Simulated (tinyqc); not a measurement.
Inside a calculation. Model: van der Pauw, Hall and four-point-probe measurements on a doped layer.

tinyqc, about 0.01 s, one thread, Intel Xeon 2.30GHz (shared host): `OMP_NUM_THREADS=1 python tinyqc.py 2850210 2850211 out.jsonl` Printed values are rounded.

A uniform p-type layer with sheet resistance Rs = 1/(q ns mu), point contacts, low field (mu B small).

Inputs (values chosen for the exercise):
- ns = 1.7e14 cm^-2 (sheet density of the layer)
- mu = 96 cm^2/(V s) (drift mobility)
- rH = 0.8 (Hall factor)
- B = 0.55 T (magnetic field)
- I = 500 uA (current)
- ar = 1.39 (side ratio a/b of a rectangular sample with corner contacts)
- t = 410 nm (thickness of the layer)

Constants: q = 1.602176634e-19 C. Results are converted to the units shown.

## Resistances and Hall voltage

Rs = 1/(q ns mu). For a rectangle with contacts at the corners, RA = (8 Rs/pi) sum_(k>=0) ln coth((2k + 1) pi a/(2 b)) with current along a short side b and voltage along the opposite one, RB the same with a and b exchanged; Hall voltage VH = rH B I/(q ns), negative for electrons.

Rs = 382.445 ohm/square
RA = 24.7258 ohm
RB = 206.202 ohm
VH = 0.807725 mV

RB/RA = 8.34; for a square both equal Rs ln 2/pi = 84.4 ohm.

## Starting value

z = 2 ln 2/(pi (RA + RB)), exact for RA = RB.

z at the start = 1.91086 mS

## Iteration 1: new z

The van der Pauw equation exp(-pi RA z) + exp(-pi RB z) = 1 is solved for z = 1/Rs: e1 = exp(-pi RA z), e2 = exp(-pi RB z), f = e1 + e2 - 1, f' = -pi (RA e1 + RB e2), z(new) = z - f/f'.

e1 = 0.862058
e2 = 0.290004
f = 0.152062
f' = -0.254829 kohm
z after iteration 1 = 2.50758 mS

## Iteration 2: new z

As before.

e1 = 0.823012
e2 = 0.197026
f = 0.0200376
f' = -0.191564 kohm
z after iteration 2 = 2.61218 mS

## Iteration 3: new z

As before.

e1 = 0.816352
e2 = 0.184117
f = 4.69364e-4
f' = -0.182685 kohm
z after iteration 3 = 2.61475 mS

## Course of the iteration

Stop when the step is below 1e-10 mS, or after 40 iterations.

Course of the iteration:

| iteration | z before the step (mS) | step (mS) |
|---|---|---|
| 1 | 1.91086 | 0.597 |
| 2 | 2.50758 | 0.105 |
| 3 | 2.61218 | 2.57e-3 |
| 4 | 2.61475 | 1.49e-6 |
| 5 | 2.61475 | 4.96e-13 |

Converged in 5 iterations.

## Sheet density, mobility and bulk values

converged z = 2.61475 mS

Rs = 1/z; Hall sheet density B I/(q |VH|); Hall mobility |VH|/(Rs B I); true values ns = rH times the Hall density, mu = Hall mobility/rH; bulk density ns/t, resistivity Rs t; correction factor F = Rs/[(pi/ln 2)(RA + RB)/2].

Rs = 382.445 ohm/square
Hall sheet density = 2.125e14 cm^-2
Hall mobility = 76.8 cm^2/(V s)
ns = 1.7e14 cm^-2
mu = 96 cm^2/(V s)
bulk density = 4.14634e18 cm^-3
resistivity = 0.0156803 ohm cm
F = 0.730799

Taking the mean of RA and RB without F would overstate Rs by 37 %.
